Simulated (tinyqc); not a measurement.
# Worked calculation: metal-interlayer-semiconductor contact, depinning against tunnelling resistance

tinyqc, about 0.04 s, one thread, Intel Xeon 2.30GHz (shared host): `OMP_NUM_THREADS=1 python tinyqc.py 2270156 2270157 out.jsonl` Printed values are rounded.

Zero bias, n-type semiconductor. Gap states at the semiconductor surface thin out as exp(-be ti), which unpins the barrier; electrons must then cross the interlayer (a rectangular barrier, no voltage drop across it) and the parabolic depleted layer, both by WKB. Energies E are counted from the Fermi level; no image force, parabolic bands.

Values chosen for this exercise; semiconductor values close to those of silicon; interlayer mass of the order of that in titanium dioxide, offset chosen freely:
- T = 300 K (temperature)
- Eg = 1.15 eV (band gap)
- eps_r = 11.5 (relative permittivity)
- chi = 3.94 eV (electron affinity)
- Nc = 2.8e19 cm^-3 (conduction-band density of states at T)
- mt = 0.195 m0 (tunnelling mass in the semiconductor)
- mA = 2.11 m0 (Richardson mass)
- Nd = 6.7e19 cm^-3 (donor density)
- E0 = 0.37 eV (charge-neutrality level above the valence band)
- S0 = 0.27 (pinning factor without interlayer)
- phiM = 4.09 eV (metal work function)
- ti = 1.2 nm (interlayer thickness)
- dE = 0.11 eV (conduction-band offset of the interlayer above the semiconductor)
- mi = 0.3 m0 (tunnelling mass in the interlayer)
- be = 2.8 1/nm (decay constant of gap states through the interlayer)

Constants: q = 1.602176634e-19 C, kB = 1.380649e-23 J/K, eps0 = 8.8541878128e-12 F/m, hbar = 1.054571817e-34 J s, h = 6.62607015e-34 J s, m0 = 9.1093837015e-31 kg, Vt = kB T/q, hbar^2/(2 m0) = 0.0380998212 eV nm^2. Results are converted to the units shown.

Range of the model: The depletion charge would drop about 0.079 V across such an interlayer (eps_r near 40) at ti = 1.2 nm and Nd = 6.7e19 cm^-3, against a band bending of 0.25 V; this model leaves that drop out.

## Pinning, barrier and scales

S = 1/(1 + (1/S0 - 1) exp(-be ti)); phiB = S (phiM - chi) + (1 - S)(Eg - E0); xi = Ec - EF deep inside, from Nd = Nc F(-xi/Vt), F(x) = (2/sqrt(pi)) int_0^infinity sqrt(u) du/(1 + exp(u - x)); band bending U = phiB - xi; E00 = (hbar/2) sqrt(Nd/(eps0 eps_r mt m0)) in volts; A = 4 pi q mA m0 kB^2/h^3.

S = 0.914149
phiB = 0.204086 eV
xi = -0.0437427 eV
U = 0.247829 eV
E00 = 0.101484 eV
A = 253.566 A/(cm^2 K^2)

The interlayer moves the barrier from 0.610 eV to 0.204 eV; the unpinned limit is phiM - chi = 0.150 eV. E00/Vt = 3.93: by the usual rule of thumb (0.5 to 5) thermionic-field emission.

## Exponents and integrand on an energy grid

| point | E (eV) |
|---|---|
| 0 | -0.04 |
| 1 | -0.022 |
| 2 | -0.004 |
| 3 | 0.014 |
| 4 | 0.032 |
| 5 | 0.05 |
| 6 | 0.068 |
| 7 | 0.086 |
| 8 | 0.104 |
| 9 | 0.122 |
| 10 | 0.14 |
| 11 | 0.158 |
| 12 | 0.176 |
| 13 | 0.194 |
| 14 | 0.212 |
| 15 | 0.23 |

With U = phiB - xi: for xi < E < phiB, y = (E - xi)/U and G1 = (U/E00) [sqrt(1 - y) - y ln((1 + sqrt(1 - y))/sqrt(y))], G1 = 0 above phiB; G2 = 2 ti sqrt(mi max(phiB + dE - E, 0)/C), C = hbar^2/(2 m0); f = 1/(1 + exp(E/Vt)); integrand exp(-G1 - G2) f.

| point | G1 | G2 | f | integrand (1e-3) |
|---|---|---|---|---|
| 0 | 2.32079 | 4.00742 | 0.824519 | 1.47195 |
| 1 | 1.92814 | 3.90423 | 0.700776 | 2.05406 |
| 2 | 1.62459 | 3.79824 | 0.538605 | 2.37773 |
| 3 | 1.36638 | 3.68921 | 0.367828 | 2.34439 |
| 4 | 1.14020 | 3.57686 | 0.224816 | 2.01018 |
| 5 | 0.93953 | 3.46085 | 0.126299 | 1.55002 |
| 6 | 0.76056 | 3.34083 | 0.0672100 | 1.11231 |
| 7 | 0.60094 | 3.21633 | 0.0346689 | 0.76229 |
| 8 | 0.45920 | 3.08681 | 0.0175862 | 0.50718 |
| 9 | 0.33450 | 2.95161 | 0.00884367 | 0.33074 |
| 10 | 0.22659 | 2.80991 | 0.00442768 | 0.21254 |
| 11 | 0.13584 | 2.66068 | 0.00221185 | 0.13497 |
| 12 | 0.06359 | 2.50257 | 0.00110370 | 0.08480 |
| 13 | 0.01348 | 2.33376 | 5.50433e-4 | 0.05264 |
| 14 | 0.00000 | 2.15176 | 2.74434e-4 | 0.03191 |
| 15 | 0.00000 | 1.95287 | 1.36808e-4 | 0.01941 |

## Contact resistivity

1/rho_c = (A T^2/Vt^2) I, with I the trapezoid sum of the integrand over the grid.

I = 2.57606e-4 eV
rho_c = 1.1368e-7 ohm cm^2

A fine grid from xi upwards gives rho_c = 1.106e-7 ohm cm^2; the coarse value is 2.8 % above it. The integrand peaks at E = 0.0033 eV, and 0.59 % of the current flows above phiB. Tunnelling through the interlayer costs a factor of 37.9 at this barrier height; the bare contact (ti = 0) has rho_c = 1.15e-7 ohm cm^2, so with the interlayer rho_c is 3.7 % below that.
